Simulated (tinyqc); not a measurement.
MOS inversion layer, Poisson-Schroedinger loop: one step of the calculation.

Electrons confined at an insulator interface at z = 0, treated as a hard wall; parabolic valleys, Hartree approximation, no image or exchange terms. The depletion charge lies far deeper than the electrons and gives a uniform field q Nd/(eps0 eps_r); the gate balances all charge. Energies are counted from the band edge at the interface.

Problem. Density, output potential and mixing. n_i = sum_k N_k |psi_k|^2 (converted to cm^-3). Hartree part by Gauss: on the interval before node i the electrons still beyond are S_i = Ns - hz sum_(j<i) n_j, and U_i = U_(i-1) + q S_i hz/(eps0 eps_r) in eV, U_0 = 0 at the interface. Mixing: U(new) = U + a (U(out) - U).

Values chosen for this exercise; masses and permittivity close to those of silicon (111):
```
symbol,value,unit,meaning
eps_r,11.6,,relative permittivity
Ns,7.9e11,cm^-2,sheet density of electrons
a,1,,mixing factor
```

Constants: q = 1.602176634e-19 C, eps0 = 8.8541878128e-14 F/cm where lengths are in cm. Results are converted to the units shown.

```
node  z (nm)  self-consistent potential U at the start (eV)  |psi|^2 of A1 (1/nm)  |psi|^2 of A2 (1/nm)
1        1.2                                              0            0.02080982            0.02068311
2        2.4                                              0            0.06909147            0.05767617
3        3.6                                              0            0.11661494            0.06939697
4        4.8                                              0            0.14215901            0.04552612
5          6                                              0            0.14044942            0.01197248
6        7.2                                              0            0.11873807            0.00037386
7        8.4                                              0            0.08859541            0.02079542
8        9.6                                              0            0.05950676            0.05945917
9       10.8                                              0            0.03647476            0.09431828
10        12                                              0            0.02060784            0.11056998
11      13.2                                              0            0.01081405            0.10596968
12      14.4                                              0            0.00530175            0.08716498
13      15.6                                              0            0.00243936            0.06322380
14      16.8                                              0            0.00105647            0.04106767
15        18                                              0            0.00043093            0.02404686
16      19.2                                              0            0.00016474            0.01263931
17      20.4                                              0            0.00005784            0.00581610
18      21.6                                              0            0.00001738            0.00215968
19      22.8                                              0            0.00000332            0.00047369
```

N_k (cm^-2): A1 7.1613099e11, A2 7.3869014e10

Wanted: n; U(out); U after round 1.

Solution.

```
node  n (1e18 cm^-3)  U(out) (eV)  U after round 1 (eV)
1             0.1643     0.014788              0.014788
2             0.5374     0.029207              0.029207
3             0.8864     0.042419              0.042419
4             1.0517     0.053640              0.053640
5             1.0146     0.062498              0.062498
6             0.8506     0.069077              0.069077
7             0.6498     0.073746              0.073746
8             0.4701     0.076955              0.076955
9             0.3309     0.079108              0.079108
10            0.2293     0.080518              0.080518
11            0.1557     0.081412              0.081412
12            0.1024     0.081957              0.081957
13            0.0642     0.082272              0.082272
14            0.0379     0.082443              0.082443
15            0.0208     0.082529              0.082529
16            0.0105     0.082568              0.082568
17            0.0047     0.082583              0.082583
18            0.0017     0.082588              0.082588
19            0.0004     0.082589              0.082589
```

Numbers from tinyqc (`OMP_NUM_THREADS=1 python tinyqc.py 2160038 2160039 out.jsonl`; about 0.5 s on one thread of a shared Intel Xeon 2.30GHz).
